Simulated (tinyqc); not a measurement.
Resistance of a tapered via with liner, size effect and interface: one step of the calculation.

A round via whose diameter grows from db at the bottom as D(z) = db + 2 z/tan(ang). The fill, of diameter D - 2 tl, starts above the bottom liner (thickness fb tl) and has rho = rho0 (1 + ks lam/(D - 2 tl)); the sidewall liner conducts in parallel with it. The bottom liner and the interface are crossed over the full area pi db^2/4. Spreading in the lines above and below is left out.

Question. Total resistance. R_fill = sum of the slices; R_bottom = rl fb tl/(pi db^2/4); R_interface = ri/(pi db^2/4); ballistic (Sharvin) limit 1/(Sb pi (db - 2 tl)^2/4); ideal cylinder rho0 hv/(pi db^2/4).

Inputs (values chosen for the exercise); fill metal close to cobalt:

| symbol | value | unit | meaning |
|---|---|---|---|
| db | 9.1 | nm | diameter at the bottom |
| hv | 14 | nm | height |
| rho0 | 6.36 | uohm cm | bulk resistivity of the fill |
| tl | 1.8 | nm | liner on the sidewall |
| fb | 0.7 |  | liner at the bottom over that on the sidewall |
| rl | 150 | uohm cm | resistivity of the liner |
| ri | 2.1e-12 | ohm cm^2 | interface resistivity at the bottom |
| Sb | 1e15 | S/m^2 | ballistic conductance per area, about 3/(4 rho0 lam) |

slice resistance, slice 0 to 6 (ohm): 15.044369  14.657246  14.283181  13.921650  13.572151  13.234206  12.907357

Find: parts; R; shares; ballistic limit; ideal cylinder.

Answer.

parts (ohm): fill 97.62, bottom liner 29.06, interface 3.229
R = 129.9 ohm
shares (%): fill 75.15, bottom liner 22.37, interface 2.49
ballistic limit = 42.09 ohm
ideal cylinder = 13.69 ohm

The fill is the largest part, and R is 9.49 times the ideal cylinder. With 2000 slices R = 129.91 ohm.

Numbers from tinyqc (`OMP_NUM_THREADS=1 python tinyqc.py 2750165 2750166 out.jsonl`; about 0.01 s on one thread of a shared Intel Xeon 2.30GHz).
